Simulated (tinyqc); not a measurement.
Plane-wave Kohn-Sham cycle with exchange-only LDA in a layered model solid, step by step. Computed by tinyqc, a small Python program that keeps every step. Settings: points = 16, plane-wave index or count = 2, electrons = 4, k points = 4, area = 33.0, mixing = 0.8, iteration cap = 57. Command: `OMP_NUM_THREADS=1 python tinyqc.py 21348 21349 out.jsonl` (the two numbers bound the seeds that draw the settings). One thread of a shared host (Intel(R) Xeon(R) Processor @ 2.60GHz), about 0.01 s of CPU time with the checks. Later iterations appear only in the table of the cycle.

## Iteration 1: potential

A solid whose potential varies along x alone (atomic units):

| parameter | value |
|---|---|
| period a | 6.100000 |
| cross-section of the cell | 33.000000 |
| electrons per cell | 4 |
| grid points | 16 |
| plane waves -n..n, n | 2 |
| k points | 4 |
| V1 in V1 cos(2 pi x/a) | -0.330000 |

density at the start, on the grid x_j = j a/N (e/bohr^3): 0.01987084  0.01987084  0.01987084  0.01987084  0.01987084  0.01987084  0.01987084  0.01987084  0.01987084  0.01987084  0.01987084  0.01987084  0.01987084  0.01987084  0.01987084  0.01987084

V_H(G) = 4 pi rho(G)/G^2 for G != 0 (uniform background); v_x = -(3 rho/pi)^(1/3); V = V_ext + V_H + v_x; Fourier components f(G_m) = (1/N) sum_j f(x_j) exp(-i G_m x_j).

Potentials on the grid (hartree):

| x | V_ext | V_H | v_x | V |
|---|---|---|---|---|
| 0.000000 | -0.330000 | 0.000000 | -0.266724 | -0.596724 |
| 0.381250 | -0.304880 | 0.000000 | -0.266724 | -0.571605 |
| 0.762500 | -0.233345 | 0.000000 | -0.266724 | -0.500070 |
| 1.143750 | -0.126286 | 0.000000 | -0.266724 | -0.393010 |
| 1.525000 | 0 | 0.000000 | -0.266724 | -0.266724 |
| 1.906250 | 0.126286 | 0.000000 | -0.266724 | -0.140439 |
| 2.287500 | 0.233345 | 0.000000 | -0.266724 | -0.033379 |
| 2.668750 | 0.304880 | 0.000000 | -0.266724 | 0.038156 |
| 3.050000 | 0.330000 | 0.000000 | -0.266724 | 0.063276 |
| 3.431250 | 0.304880 | 0.000000 | -0.266724 | 0.038156 |
| 3.812500 | 0.233345 | 0.000000 | -0.266724 | -0.033379 |
| 4.193750 | 0.126286 | 0.000000 | -0.266724 | -0.140439 |
| 4.575000 | 0 | 0.000000 | -0.266724 | -0.266724 |
| 4.956250 | -0.126286 | 0.000000 | -0.266724 | -0.393010 |
| 5.337500 | -0.233345 | 0.000000 | -0.266724 | -0.500070 |
| 5.718750 | -0.304880 | 0.000000 | -0.266724 | -0.571605 |

V(G_m), m = 0, 1, 2, ... (hartree): -0.266724  -0.165000  0.000000  0.000000  0.000000

## Iteration 1: Hamiltonian at one k

k = 0.125000 2 pi / a

H(m,m') = (k + G_m)^2/2 delta + V(G_m - G_m'), with V(-G) = V(G).

H (hartree), lower triangle:
```
           -2         -1         +0         +1        +2
-2   1.598249
-1  -0.165000   0.139425
+0   0.000000  -0.165000  -0.258435
+1   0.000000   0.000000  -0.165000   0.404666
+2   0.000000   0.000000   0.000000  -0.165000  2.128730
```

## Iteration 1: levels at that k

Diagonalise the Hermitian matrix.

eigenvalues (hartree): -0.351970  0.169745  0.433517  1.616861  2.144482

## Iteration 1: new density

Motion across x is left out: the lowest 2 band(s) hold two electrons at each of the k points (j + 1/2)/nk - 1/2. Residual R = rho(out) - rho(in); rho(new) = rho(in) + 0.8 R. rho(out) = 2/(a A nk) sum |psi|^2 with psi = sum c exp(i G x). Harris energy E = band energy - dV sum rho (V_H/2 + v_x) + (3/4) dV sum rho v_x with rho(in), dV = a A/N, band energy = (2/nk) sum of the filled levels.

rho(out) (e/bohr^3): 0.02506232  0.02522644  0.02520445  0.02403811  0.02138223  0.01786951  0.01457754  0.01234930  0.01157595  0.01234930  0.01457754  0.01786951  0.02138223  0.02403811  0.02520445  0.02522644

density after iteration 1 (e/bohr^3): 0.02402403  0.02415532  0.02413773  0.02320466  0.02107996  0.01826977  0.01563620  0.01385361  0.01323493  0.01385361  0.01563620  0.01826977  0.02107996  0.02320466  0.02413773  0.02415532

energy per cell = -0.21957117 hartree

## Iteration 2: potential

As before.

Potentials on the grid (hartree):

| x | V_ext | V_H | v_x | V |
|---|---|---|---|---|
| 0.000000 | -0.330000 | 0.063502 | -0.284144 | -0.550642 |
| 0.381250 | -0.304880 | 0.059686 | -0.284661 | -0.529856 |
| 0.762500 | -0.233345 | 0.048063 | -0.284592 | -0.469874 |
| 1.143750 | -0.126286 | 0.028790 | -0.280877 | -0.378372 |
| 1.525000 | 0 | 0.003616 | -0.272028 | -0.268412 |
| 1.906250 | 0.126286 | -0.023659 | -0.259359 | -0.156733 |
| 2.287500 | 0.233345 | -0.048039 | -0.246245 | -0.060939 |
| 2.668750 | 0.304880 | -0.064817 | -0.236507 | 0.003556 |
| 3.050000 | 0.330000 | -0.070782 | -0.232933 | 0.026285 |
| 3.431250 | 0.304880 | -0.064817 | -0.236507 | 0.003556 |
| 3.812500 | 0.233345 | -0.048039 | -0.246245 | -0.060939 |
| 4.193750 | 0.126286 | -0.023659 | -0.259359 | -0.156733 |
| 4.575000 | 0 | 0.003616 | -0.272028 | -0.268412 |
| 4.956250 | -0.126286 | 0.028790 | -0.280877 | -0.378372 |
| 5.337500 | -0.233345 | 0.048063 | -0.284592 | -0.469874 |
| 5.718750 | -0.304880 | 0.059686 | -0.284661 | -0.529856 |

V(G_m), m = 0, 1, 2, ... (hartree): -0.265351  -0.144406  0.001557  0.000167  0.000028

## Iteration 2: Hamiltonian at one k

k = 0.125000 2 pi / a

As before.

H (hartree), lower triangle:
```
           -2         -1         +0         +1        +2
-2   1.599622
-1  -0.144406   0.140799
+0   0.001557  -0.144406  -0.257062
+1   0.000167   0.001557  -0.144406   0.406039
+2   0.000028   0.000167   0.001557  -0.144406  2.130104
```

## Iteration 2: levels at that k

As before.

eigenvalues (hartree): -0.330663  0.166161  0.427900  1.613912  2.142192

## Iteration 2: new density

As before.

rho(out) (e/bohr^3): 0.02444811  0.02455553  0.02447729  0.02345542  0.02119312  0.01817457  0.01529029  0.01329784  0.01259720  0.01329784  0.01529029  0.01817457  0.02119312  0.02345542  0.02447729  0.02455553

density after iteration 2 (e/bohr^3): 0.02436329  0.02447549  0.02440938  0.02340527  0.02117049  0.01819361  0.01535947  0.01340899  0.01272475  0.01340899  0.01535947  0.01819361  0.02117049  0.02340527  0.02440938  0.02447549

energy per cell = -0.20388320 hartree

## Convergence

Stop when sqrt(dV sum R^2) is below 1e-8, dV = a A/N.

Course of the cycle:

| iteration | E (hartree) | norm of the residual |
|---|---|---|
| 1 | -0.21957117 | 7.33e-02 |
| 2 | -0.20388320 | 5.22e-03 |
| 3 | -0.20380776 | 4.27e-04 |
| 4 | -0.20380736 | 4.63e-05 |
| 5 | -0.20380736 | 7.81e-06 |
| 6 | -0.20380736 | 1.61e-06 |
| 7 | -0.20380736 | 3.47e-07 |
| 8 | -0.20380736 | 7.60e-08 |
| 9 | -0.20380736 | 1.68e-08 |
| 10 | -0.20380736 | 3.73e-09 |

Converged in 10 iterations. Before convergence this energy mixes input and output and is not variational, so it may rise towards its limit.
